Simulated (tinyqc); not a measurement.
Surface approximation against the full path: Rutherford backscattering from a thin compound film on silicon: kinematics, yields, composition and thickness. Computed by tinyqc, a small Python program. Command: `OMP_NUM_THREADS=1 python tinyqc.py 3020880 3020881 out.jsonl rbs walk`. One thread of a shared host (Intel(R) Xeon(R) Processor @ 2.30GHz), about 0.01 s of CPU time with the checks.

Singly charged helium ions (Z1 = 2, M1 = 4.0026 u) enter at the tilt angle a1 to the normal and leave at a2 = |180 - theta - tilt| in the same plane. The film is A B_x.

Inputs (values chosen for the exercise, modelled on a helium beam on TiN):
```
quantity                                value           unit
beam energy E0                            1.9            MeV
scattering angle theta                    170        degrees
tilt of the sample                          0        degrees
heavy element: mass M_A                  47.9              u
heavy element: stopping eps_A at 2 MeV   79.7  1e-15 eV cm^2
light element: mass M_B                    14              u
light element: stopping eps_B at 2 MeV   33.9  1e-15 eV cm^2
atoms of B per atom of A, x             0.961              -
atomic density of the film                107         1/nm^3
film thickness d                           48             nm
detector resolution (FWHM)                 15            keV
```

Method:
- Kinematic factor K = [(sqrt(M^2 - M1^2 sin^2 theta) + M1 cos theta)/(M + M1)]^2.
- Surface edges lie at K E0; substrate silicon has M = 28.09 u. Mass resolution at M_A = resolution/(E0 dK/dM).
- Stopping per atom eps(E) = eps(2 MeV) (E/2 MeV)^(-0.4) (a law chosen for the exercise); Bragg rule eps_film = (eps_A + x eps_B)/(1 + x); areal density N d, with 1/nm^2 = 0.1 x 1e15/cm^2.
- Width of the signal of element i: [K_i eps(E0)/cos a1 + eps(K_i E0)/cos a2] N d; depth resolution = resolution x d/width of A; energy lost on the way in = eps(E0) N d/cos a1.
- Surface approximation as above. Full path: dE/ds = -eps(E) integrates to E^1.4 = E(start)^1.4 - 1.4 eps(2 MeV) 2000^0.4 s (keV), applied in (s = N d/cos a1), then K, then out (s = N d/cos a2); width = K E0 - exit energy. The last column is the error in thickness if the full width is read with the surface formula.

energy lost on the way in = 30.0160 keV

widths (keV): A 56.3400, B 57.9614

surface edges (keV): A 1362.56, B 591.06, Si 1074.99

kinematic factors: A 0.717137, B 0.311085, Si 0.565784

Widths (keV):
```
d (nm)  A, surface  A, full  B, full  error (%)
5             5.87     5.87     6.05     0.0864
10           11.74    11.76    12.13     0.1732
20           23.48    23.56    24.35     0.3482
50           58.69    59.21    61.69     0.8845
100         117.38   119.51   126.41     1.8186
150         176.06   181.01   194.98     2.8082
200         234.75   243.81   268.69     3.8604
```

The error grows roughly in proportion to thickness, from 0.09 % to 3.9 %, because the ion slows and the stopping rises along the path. The signals of A and B would overlap once the width of A exceeds the gap between the edges, 771 keV. Ions from B leave the thickest film below about 0.6 MeV, where the power law overstates the stopping. Caution: the ions scattered from B leave near or below the stopping maximum (some 0.6 to 0.8 MeV), where the power law chosen here overstates the stopping and the width of B.

Extremes, crossings and ranges named in words are read from the listed rows.
